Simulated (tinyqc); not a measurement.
Isochronal anneals: hydrogen passivation of interface dangling bonds: competing passivation and dissociation with distributed barriers. Computed by tinyqc, a small Python program. Command: `OMP_NUM_THREADS=1 python tinyqc.py 3025432 3025433 out.jsonl passiv walk`. One thread of a shared host (Intel(R) Xeon(R) Processor @ 2.30GHz), about 0.01 s of CPU time with the checks.

P_b + H2 gives P_bH + H at the rate k_f [H2]; P_bH gives P_b + H at the rate k_d. All defects start unpassivated. E_f and E_d are Gaussian and independent.

Inputs (values chosen for the exercise, close to those used for P_b centres at the silicon-oxide interface):

| quantity | value | unit |
|---|---|---|
| passivation prefactor k_f0 | 3e-07 | cm^3/s |
| mean passivation barrier E_f | 1.64 | eV |
| spread sigma_f | 0.095 | eV |
| dissociation prefactor k_d0 | 1.5e+12 | 1/s |
| mean dissociation barrier E_d | 2.75 | eV |
| spread sigma_d | 0.074 | eV |
| H2 in the oxide per atm, solubility factor | 9.9e+17 | 1/(cm^3 atm) |
| hydrogen pressure p | 10 | atm |
| anneal time t | 180 | s |

Constants: k_B = 8.617333262e-05 eV/K.

Method:
- [H2] = solubility factor x p; a = k_f0 [H2] exp(-E_f/(k_B T)), d = k_d0 exp(-E_d/(k_B T)). For one pair of barriers the active share is y = [d + a exp(-(a + d) t)]/(a + d).
- Temperatures in kelvin are T(C) + 273.15.
- Average y over both Gaussians with 40 x 40 Gauss-Hermite points.
- Minimise the averaged y over T between 150 and 900 C: find where ln y is equal at T - 0.05 and T + 0.05 C; T is rounded to 0.1 C.

best temperature = 485.4 C

Active share after the time t:

| T (C) | a (1/s) | d (1/s) | single barriers | distributed |
|---|---|---|---|---|
| 200 | 1.0098e-05 | 7.6620e-18 | 9.9818e-01 | 9.8132e-01 |
| 250 | 4.7182e-04 | 4.8295e-15 | 9.1858e-01 | 7.8381e-01 |
| 300 | 1.1273e-02 | 9.8856e-13 | 1.3145e-01 | 2.9306e-01 |
| 350 | 1.6185e-01 | 8.6146e-11 | 5.3247e-10 | 2.9332e-02 |
| 400 | 1.5643e+00 | 3.8657e-09 | 2.4713e-09 | 5.8876e-04 |
| 450 | 1.1048e+01 | 1.0251e-07 | 9.2794e-09 | 2.1621e-06 |
| 500 | 6.0592e+01 | 1.7792e-06 | 2.9363e-08 | 1.5167e-07 |
| 600 | 1.0157e+03 | 2.0102e-04 | 1.9791e-07 | 7.1230e-07 |
| 700 | 9.5384e+03 | 8.5963e-03 | 9.0123e-07 | 2.5269e-06 |
| 800 | 5.9008e+04 | 1.8256e-01 | 3.0938e-06 | 7.2224e-06 |

What does the comparison show, and why?

The distributed share is least at 500 C among these rows, 1.5e-7, and the search puts the optimum at 485.4 C. On the cold side defects with high E_f survive; on the hot side dissociation, with the larger barrier, gains on passivation with an energy E_d - E_f = 1.11 eV. In that row single barriers give 2.9e-8, so the spread raises the floor. Caution: atomic hydrogen, which both passivates and depassivates, and further passivation during cooling are left out. Caution: shares below about 1e-3 in these rows are formal; measured passivation levels off well above them.

Extremes, crossings and ranges named in words are read from the listed rows.
